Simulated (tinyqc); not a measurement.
# Mobility and threshold from two currents

Question. In the linear region I = mu Cox (W/L) [(Vgs - VT) Vds - m Vds^2/2], Cox = eps0 eox/tox. Find mu and VT.

Values chosen for this exercise:
```
symbol  value  unit                                      meaning
eox        21        relative permittivity of the gate insulator
tox        33    nm                          insulator thickness
W           1    um                                   gate width
L         0.5    um                                  gate length
```

Constants: eps0 = 8.8541878128e-14 F/cm where lengths are in cm. Results are converted to the units shown.

I at Vgs = 2.84 and 3.34 V, Vds = 0.05 V (uA): [2.3208723, 5.4198380]
m = 1.0904687

Answer. The slope dI/dVgs is mu Cox (W/L) Vds; the line meets zero current at VT + m Vds/2.

mu = 110 cm^2/(V s)
VT = 2.44 V

Program tinyqc, `OMP_NUM_THREADS=1 python tinyqc.py 2360106 2360107 out.jsonl`; Intel Xeon 2.30GHz, shared host, one thread, about 0.06 s.
